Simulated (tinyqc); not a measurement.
Thermal boundary conductance by the acoustic and diffuse mismatch models: one step, computed by the program tinyqc. Command: `OMP_NUM_THREADS=1 python tinyqc.py 3016533 3016534 out.jsonl kapitza walk`. One thread of a shared host (Intel(R) Xeon(R) Processor @ 2.30GHz), about 0.01 s of CPU time with the checks.

Each side has one longitudinal and two transverse Debye branches, omega = v q up to q_D = (6 pi^2 n)^(1/3), with n counting all atoms. Scattering at the interface is elastic. Electrons are left out of G, also for metals. Melting is ignored. G refers to the temperatures of the phonons sent towards the interface. Linear branches over all atoms overstate G at high T, most for crystals with several atoms a cell.

Problem. Boundary conductance. G = (k_B^4 T^3/(8 pi^2 hbar^3)) int W(x) x^4 e^x/(e^x - 1)^2 dx, x = hbar omega/(k_B T). Acoustic mismatch: W = sum over the three branches of alpha(1 to 2)/v_1^2, each up to the lower of its two cut-offs. Diffuse mismatch: W = S_1 S_2/(S_1 + S_2), where S_i sums 1/v^2 over the branches of side i still below their cut-off. Radiation limit: W = min(S_1, S_2). The integral is split at the four cut-offs (64 Gauss-Legendre points a piece, x at most 45). Boundary resistance R = 1/G and Kapitza length kappa_2/G use the diffuse value.

Inputs (values chosen for the exercise, modelled on gallium arsenide (side 1) and gold (side 2)): conductivity kappa_2 = 322 W/(m K); temperature T = 20 K.

Structure: superlattice.

Branches:
```
branch,v (m/s),cut-off (K),Z (1e6 kg/(m^2 s))
"L, side 1",5170,540.5009,26.7806
"T, side 1",3070,320.9551,15.9026
"L, side 2",3450,402.3344,67.6200
"T, side 2",1280,149.2719,25.0880
```

Transmission:
```
branch,t at normal incidence,largest angle from side 1 (deg),"alpha, 1 to 2","alpha, 2 to 1"
L,0.8128417,90,0.8901965,0.3964085
T,0.9497857,90,0.8103188,0.1408637
```

Constants: k_B = 1.380649e-23 J/K; hbar = 1.054571817e-34 J s.

Give: G, acoustic mismatch; G, diffuse mismatch; G, radiation limit; boundary resistance R; Kapitza length in side 2.

Solution.

G, acoustic mismatch = 14.99 MW/(m^2 K)

G, diffuse mismatch = 15.59 MW/(m^2 K)

G, radiation limit = 18.67 MW/(m^2 K)

boundary resistance R = 64.12 m^2 K/GW

Kapitza length in side 2 = 20648 nm

The diffuse value is 1.04 times the acoustic one and 84 % of the radiation limit.  Caution: kappa_2 is of room-temperature size, so the Kapitza length is only nominal at this T.
